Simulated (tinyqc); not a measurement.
Inside a calculation. Method: CISD on RHF in the 6-31g basis, for H2, spin multiplicity 1. One step of it, computed by the program tinyqc.

Question. CISD: roots. Diagonalise (each vector has its largest component positive (the first on a tie)); all determinants have Ms = 0, so triplets appear too. The lowest singlet root is the correlation energy.

Occupation strings over the orbitals (2 doubly, a alpha, b beta, 0 empty; spin orbitals ordered 1a 1b 2a 2b ...): 2000 a0b0 b0a0 0200 0a0b 0020 0b0a 0002

H - E(HF) between determinants (hartree):
```
           2000       a0b0       b0a0       0200       0a0b       0020       0b0a       0002
2000   0.000000   0.000000   0.000000   0.121230  -0.077941   0.085587   0.077941   0.096435
a0b0   0.000000   1.068742  -0.085587   0.029887  -0.136674   0.001078   0.059936   0.120906
b0a0   0.000000  -0.085587   1.068742  -0.029887   0.059936  -0.001078  -0.136674  -0.120906
0200   0.121230   0.029887  -0.029887   0.648353   0.100061   0.045497  -0.100061   0.086065
0a0b  -0.077941  -0.136674   0.059936   0.100061   1.446770  -0.060976  -0.086065   0.026711
0020   0.085587   0.001078  -0.001078   0.045497  -0.060976   2.169981   0.060976   0.193172
0b0a   0.077941   0.059936  -0.136674  -0.100061  -0.086065   0.060976   1.446770  -0.026711
0002   0.096435   0.120906  -0.120906   0.086065   0.026711   0.193172  -0.026711   2.338472
```

Give: lowest roots of this matrix, relative to E(HF); lowest vectors; <S^2> of these roots; weight of the ground state by excitation level 0, 1, 2, ....

Answer.

lowest roots of this matrix, relative to E(HF) (hartree): -0.0388  0.6390  0.9682  1.0610  1.3757  1.6231  2.0649  2.4947

lowest vectors:
```
       root 1   root 2  root 3   root 4
2000   0.9773   0.1972  0.0000  -0.0250
a0b0   0.0184  -0.0889  0.6940   0.6434
b0a0  -0.0184   0.0889  0.6940  -0.6434
0200  -0.1860   0.9577  0.0000   0.1767
0a0b   0.0621  -0.1114  0.1357   0.2409
0020  -0.0277  -0.0434  0.0000   0.0458
0b0a  -0.0621   0.1114  0.1357  -0.2409
0002  -0.0339  -0.0386  0.0000  -0.1488
```

<S^2> of these roots: 0.0000  0.0000  2.0000  0.0000  2.0000  0.0000  0.0000  0.0000

weight of the ground state by excitation level 0, 1, 2, ...: 0.9551  0.0007  0.0442
